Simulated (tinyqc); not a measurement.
Spreading the carriers over a thicker layer: defect, radiative and Auger recombination at equal electron and hole densities (ABC model).

J/(e d) = Ae n + B n^2 + C n^3 with Ae = A + 4 S/w (four side walls, carriers spread evenly), e = 1.602176634e-19 C, lengths in cm; internal efficiency IQE = B n^2/(Ae n + B n^2 + C n^3); all injected carriers recombine in the layer.

Inputs chosen for the exercise (orders of magnitude like those quoted for Ge; not measured data): A = 370000 1/s (defect rate); B = 4.2e-14 cm^3/s (radiative coefficient); C = 4.9e-31 cm^6/s (Auger coefficient); S = 0 cm/s (recombination velocity of the side walls); w = 7.3 micrometre (side of the square mesa); d = 550 nm (active thickness); J = 5.1 A/cm^2 (current density).

d is multiplied by the factor listed, at the same J.

Results:

| factor | n (1/cm^3) | defect | radiative | Auger |
|---|---|---|---|---|
| 0.10 | 2.14e+18 | 0.137 | 0.0332 | 0.830 |
| 0.20 | 1.64e+18 | 0.210 | 0.0392 | 0.751 |
| 0.50 | 1.12e+18 | 0.358 | 0.0456 | 0.596 |
| 1.0 | 8.04e+17 | 0.514 | 0.0469 | 0.439 |
| 2.0 | 5.40e+17 | 0.691 | 0.0424 | 0.267 |
| 5.0 | 2.76e+17 | 0.883 | 0.0277 | 0.0893 |
| 10 | 1.49e+17 | 0.956 | 0.0162 | 0.0283 |
| 20 | 7.69e+16 | 0.984 | 0.00859 | 0.00771 |

The best factor listed is 1 (IQE 0.0469); the optimum factor equals J/J_peak = 0.858, a layer of 472 nm, since only J/d matters and the peak value 0.047 does not depend on d. A thicker layer trades Auger loss (0.83 to 0.00771) for defect loss (0.137 to 0.984).

tinyqc: `OMP_NUM_THREADS=1 python tinyqc.py 1651784 1651785 out.jsonl`; about 0.01 s, one thread, shared Intel(R) Xeon(R) Processor @ 2.30GHz.
